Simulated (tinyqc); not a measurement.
Binding against carrier density: donor level screened by free carriers (Yukawa potential).

Screening wave number: Debye ks^2 = 4 pi q n/(eps kB T); Thomas-Fermi ks^2 = 6 pi q n/(eps EF) with EF = c (3 pi^2 n/gv)^(2/3)/m, c = hbar^2/2m0; the two are joined by 1/ks^2 = sqrt(1/ks_D^4 + 1/ks_TF^4). 1e18/cm^3 = 1e-6/angstrom^3, q = e^2/(4 pi eps0).

Potential -(q/(eps r)) exp(-ks r), q = e^2/(4 pi eps0). In units Ry* = Ry m/eps^2 and a* = a0 eps/m the problem is [-Laplacian - 2 exp(-x r)/r] psi = E psi with x = ks a*.

Converged values use 18 functions exp(-z r), z = 1.55^i, i = -11 to 6: S = 2/A^3, H = z_i z_j S - 2/(A + x)^2, A = z_i + z_j.

Constants: e^2/(4 pi eps0) = 14.39964547 eV angstrom; kB = 8.617333262e-05 eV/K; hbar^2/2m0 = 3.80998211 eV angstrom^2.

Values chosen for the exercise (near those of a donor in Si, with one mean mass; not measured data): m = 0.307 m0 (mass); eps = 11.8 (dielectric constant); gv = 6 (valleys); T = 200 K (temperature); nl = (0.013, 0.045, 0.14, 0.45, 1.4, 4.5, 14) x 1e18/cm^3 (densities).

Ry* = 29.9982 meV
a* = 20.340 angstrom

x from the joined ks; converged 1s binding (dash: x above 1.17, at or past the limit 1.19 where the state unbinds).

Results:

| n (1e18/cm^3) | EF/kB T | 1/ks (angstrom) | x | binding (meV) | n^(1/3) a* |
|---|---|---|---|---|---|
| 0.013 | 0.01 | 294.0 | 0.069 | 26.05 | 0.048 |
| 0.045 | 0.03 | 158.0 | 0.129 | 22.97 | 0.072 |
| 0.14 | 0.06 | 89.6 | 0.227 | 18.43 | 0.106 |
| 0.45 | 0.12 | 50.1 | 0.406 | 11.70 | 0.156 |
| 1.4 | 0.26 | 28.5 | 0.713 | 4.08 | 0.228 |
| 4.5 | 0.57 | 16.3 | 1.245 | - | 0.336 |
| 14 | 1.21 | 10.2 | 2.002 | - | 0.490 |

What does the comparison show?

The binding falls from 26.1 to 4.1 meV (bare value 30.0); it passes half the bare value between 0.14 and 0.45 x 1e18/cm^3. The level is unbound, or bound by less than 0.001 Ry*, from 4.5 x 1e18/cm^3 on; as the density rises, it is lost by the time n^(1/3) a* reaches 0.34. x grows with exponent 0.50 in n at the start and 0.42 at the end (1/2 for Debye, 1/6 for Thomas-Fermi screening).

Run: tinyqc, `OMP_NUM_THREADS=1 python tinyqc.py 1280209 1280210 out.jsonl`; Intel(R) Xeon(R) Processor @ 2.30GHz, one thread, shared host; about 0.02 s of CPU time with all checks.
